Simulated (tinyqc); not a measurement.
Changing the stress X (tension positive): strain, valley repopulation and piezoresistance in a many-valley conduction band. Computed by tinyqc, a small Python program. Command: `OMP_NUM_THREADS=1 python tinyqc.py 3031136 3031137 out.jsonl valleys sweep`. One thread of a shared host (Intel(R) Xeon(R) Processor @ 2.30GHz), about 0.05 s of CPU time with the checks.

Valleys are ellipsoids with mass m_l along the axis a and m_t across it, parabolic, with one constant relaxation time; strain shifts the valleys and leaves the masses alone. Currents are taken along [111], along the load, and along [1-10], across the load.

Inputs (values chosen for the exercise, modelled on germanium):

| quantity | value | unit |
|---|---|---|
| longitudinal mass m_l | 1.64 | m_0 |
| transverse mass m_t | 0.0818 | m_0 |
| shear deformation potential Xi_u | 16.7 | eV |
| dilation deformation potential Xi_d | -4.4 | eV |
| C11 | 128 | GPa |
| C12 | 48.4 | GPa |
| C44 | 66.6 | GPa |
| electron density n | 1.2e+15 | 1/cm^3 |
| relaxation time tau | 76 | fs |
| temperature T | 400 | K |

Valley axes: <111> (4 valleys). Load: uniaxial [111].

Constants: k_B = 8.617333262e-05 eV/K; m_0 = 9.1093837015e-31 kg; k_B = 1.380649e-23 J/K; hbar = 1.054571817e-34 J s; e = 1.602176634e-19 C.

Method:
- Compliances S11 = (C11 + C12)/((C11 - C12)(C11 + 2 C12)), S12 = -C12/((C11 - C12)(C11 + 2 C12)), S44 = 1/C44; stress sigma_ij = X n_i n_j for the unit vector n of the load; e_xx = S11 sigma_xx + S12 (sigma_yy + sigma_zz), e_xy = S44 sigma_xy/2 (tensor strain).
- Herring-Vogt shift of a valley with unit axis a: dE = Xi_d tr(e) + Xi_u a.e.a.
- Each of the 4 valleys holds n_v = N_v (2/sqrt(pi)) F_1/2((E_F - dE_v)/(k_B T)), N_v = 2 (m_d k_B T/(2 pi hbar^2))^(3/2), m_d = (m_l m_t^2)^(1/3); E_F solves sum n_v = n and is counted from the unstrained edge.
- F_j(eta) = int_0^infinity x^j/(1 + exp(x - eta)) dx, without a gamma-function factor. It is evaluated after integrating by parts.
- Integrals over x = E/(k_B T) use 160 Gauss-Legendre points in u = sqrt(x) from 0 to sqrt(max(eta, 0) + 32).
- Mobility tensor mu = e tau sum_v (n_v/n) [1/m_t + (1/m_l - 1/m_t) a a^T]; unstrained mu_0 = e tau (1/m_l + 2/m_t)/3; resistivity along d from the inverse tensor, rho_d = d.mu^-1.d/(n e), mobility along d = 1/(d.mu^-1.d); gauge pi_d = (rho_d/rho_0 - 1)/X.

One run for each value:

| stress X (tension positive) (MPa) | mobility along the first direction (cm^2/(V s)) | mobility along the second direction (cm^2/(V s)) | Fermi level E_F (meV) | splitting (highest minus lowest) (meV) |
|---|---|---|---|---|
| -2000 | 87.9 | 1630.9 | -457.71 | 222.89 |
| -1560 | 107.7 | 1621.0 | -419.15 | 173.85 |
| -1110 | 187.2 | 1581.3 | -381.29 | 123.70 |
| -667 | 437.2 | 1456.3 | -349.49 | 74.33 |
| -222 | 901.4 | 1224.2 | -330.79 | 24.74 |
| 222 | 1268.6 | 1040.6 | -328.10 | 24.74 |
| 667 | 1410.3 | 969.7 | -334.30 | 74.33 |
| 1110 | 1449.0 | 950.4 | -343.36 | 123.70 |
| 1560 | 1458.6 | 945.5 | -353.32 | 173.85 |
| 2000 | 1460.9 | 944.4 | -363.24 | 222.89 |

What does the table show, and why?

Over the rows, mobility along the first direction (cm^2/(V s)) rises from 87.9 to 1460; mobility along the second direction (cm^2/(V s)) falls from 1630 to 944; Fermi level E_F (meV) goes from -458 through a maximum among these rows, -328 at 222, to -363. The sign of the stress decides which valleys drop; electrons gather there, and each direction then sees the mix of light and heavy mass that those valleys present to it, until the upper valleys are empty.

Extremes, crossings and ranges named in words are read from the listed rows.
